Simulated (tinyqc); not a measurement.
Worked calculation: sheet resistance and Hall data of a diffused or implanted layer. Computed by tinyqc, a small Python program that keeps every step. Command: `OMP_NUM_THREADS=1 python tinyqc.py 3008454 3008455 out.jsonl layer walk`. One thread of a shared host (Intel(R) Xeon(R) Processor @ 2.30GHz), about 0.01 s of CPU time with the checks. Intermediate numbers are printed to about 6 digits and carried at full precision; extremes and crossings named in words are read from the listed rows.

Carriers are taken equal to the net active doping down to the junction (full ionisation, which deep dopants in wide-gap hosts do not reach; no spill-over, no depletion), and the Hall factor is 1.

Inputs (values chosen for the exercise, modelled on arsenic in silicon):
```
quantity                                 value        unit
mu_min                                    53.7  cm^2/(V s)
mu_max                                    1410  cm^2/(V s)
N_ref                                  9.4e+16      1/cm^3
exponent alpha                            0.68           -
peak concentration N_0                 3.1e+19      1/cm^3
length scale l                              79          nm
background doping N_B (opposite type)    5e+15      1/cm^3
probe current I                            0.1          mA
magnetic field B                             1           T
```

Profile: Gaussian at the surface. Activation: complete.

Constants: e = 1.602176634e-19 C.

## Dose and junction depth

N(x) = N_0 exp(-x^2/l^2), dose N_0 l sqrt(pi)/2, junction x_j = l sqrt(ln(N_0/N_B)).

dose = 2.17037e+14 1/cm^2

junction depth x_j = 233.449 nm

## Profile

Mobility mu = mu_min + (mu_max - mu_min)/(1 + (N_t/N_ref)^alpha), N_t = active doping + N_B; carriers n = active doping - N_B, all dopants active. sigma = e n mu.

Depth, doping, carriers, mobility and conductivity at 2, 10, 20, 35, 50, 65, 80, 90 and 98 % of the layer:
```
x (nm)    N (1/cm^3)   n (1/cm^3)  mu (cm^2/(V s))  sigma (S/cm)
4.669    3.08919e+19  3.08869e+19            79.56   3.93699e+02
23.345   2.84078e+19  2.84028e+19            81.04   3.68797e+02
46.690   2.18608e+19  2.18558e+19            86.25   3.02005e+02
81.707   1.06364e+19  1.06314e+19           106.02   1.80582e+02
116.724  3.49352e+18  3.48852e+18           160.51   8.97135e+01
151.742  7.74598e+17  7.69598e+17           313.80   3.86928e+01
186.759  1.15939e+17  1.10939e+17           673.89   1.19780e+01
210.104  2.62739e+16  2.12739e+16           974.38   3.32113e+00
228.780  7.06559e+15  2.06559e+15          1140.84   3.77555e-01
```

The mobility varies by a factor 14.3 across these points and the conductivity by 1040.

## Sheet values

Integrals from x_0 (0 unless stated) to x_j by the midpoint rule on 400 even intervals: 1/R_s = e int n mu dx; sheet density n_s = int n dx; Hall sheet density (int n mu dx)^2/int n mu^2 dx; Hall mobility int n mu^2 dx/int n mu dx. Mean conductivity 1/(R_s x_j); mean mobility 1/(e n_s R_s).

sheet resistance R_s = 301.992 ohm

sheet density n_s = 2.16914e+14 1/cm^2

mean mobility = 95.2812 cm^2/(V s)

Hall sheet density = 1.83060e+14 1/cm^2

Hall mobility = 112.902 cm^2/(V s)

mean conductivity 1/(R_s x_j) = 141.845 S/cm

Carriers amount to 99.9 % of the dose. A Hall measurement weights the mobile tail and reports 84.4 % of n_s.

## What the probes read

Collinear four-point probe on a large thin layer: V = I R_s ln(2)/pi. Van der Pauw on a symmetric sample: R = R_s ln(2)/pi as well. Hall voltage V_H = I B/(e x Hall sheet density); tangent of the Hall angle V_H/(I R_s).

four-point voltage = 6.66301 mV

Hall voltage = 0.340955 mV

tangent of the Hall angle = 0.0112902

## Shortcuts against the integral

Shortcuts: R_s = 1/(e Q mu) with the dose Q and the mobility at the (active) peak concentration; 1/(e n_s mu) with mu at N_t = n_s/x_j + N_B; 1/(e Q mu_max).

Sheet resistances:
```
method                                   R_s (ohm)  deviation (%)
integral                                   301.992         0.0000
dose, mobility at the peak                 361.747        19.7871
n_s, mobility at the mean concentration    259.605       -14.0357
dose, mu_max                                20.396       -93.2463
```

The closest shortcut is «n_s, mobility at the mean concentration» (-14.0 %). The peak mobility is the lowest in the layer, so with full activation it overestimates R_s.

## Stripping the layer step by step

After removing a depth d the integrals start at d. Differences between neighbouring rows give the local conductivity -d(1/R_s)/dx at the middle of the slice (the last slice uses one more step, not listed).

Differential sheet resistance:
```
removed d (nm)  R_s (ohm)  slice conductivity (S/cm)  sigma at mid-slice (S/cm)
0                   302.0                    386.234                    388.284
23                  412.7                    339.349                    340.560
46                  608.8                    264.095                    264.209
69                  966.1                    185.098                    184.473
92                 1641.1                    119.596                    118.780
115                2991.4                     72.739                     72.081
138                5988.4                     41.511                     41.077
161               13983.1                     21.003                     20.690
```

R_s doubles after removing between 23.0 and 46.0 nm of a layer 233 nm deep, so half the current flows above that depth. Where sigma exceeds a tenth of its largest listed value, the slice values agree with it within 2 %.

Checks made by the program: conductance integral against adaptive quadrature (relative difference 3e-08).
